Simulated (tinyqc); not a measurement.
Worked calculation: Born-Oppenheimer dynamics on the UHF/3-21g surface (energies and gradients from PySCF), for H2-, spin multiplicity 2. The basis has no diffuse functions, so it cannot describe the extra electron: this is an exercise in the method, not the real anion. One step of it, computed by the program tinyqc.

Problem. Velocity Verlet step 1. dt = 0.5 fs = 20.6707 atomic units; x' = x + v dt - g dt^2 / (2m); after the new gradient g', v' = v - (g + g') dt / (2m).

positions (bohr):
```
           x         y         z
1H  0.000000  0.000000  0.000000
2H  0.000000  0.000000  1.266117
```

velocities (bohr per atomic time unit):
```
               x             y             z
1H   0.000082000  -0.000118500   0.000128000
2H  -0.000082000   0.000118500  -0.000128000
```

gradient (hartree/bohr):
```
             x           y            z
1H  0.00000000  0.00000000   0.21461320
2H  0.00000000  0.00000000  -0.21461320
```

masses (electron masses): 1H 1837.152588, 2H 1837.152588

gradient after step 1 (hartree/bohr):
```
              x            y            z
1H  -0.00049181   0.00071072   0.19015613
2H   0.00049181  -0.00071072  -0.19015613
```

Give: positions after step 1; velocities after step 1.

Solution.

positions after step 1 (bohr):
```
          x        y        z
1H   0.0017  -0.0024  -0.0223
2H  -0.0017   0.0024   1.2884
```

velocities after step 1 (bohr per atomic time unit):
```
             x           y           z
1H   0.0000848  -0.0001225  -0.0021491
2H  -0.0000848   0.0001225   0.0021491
```
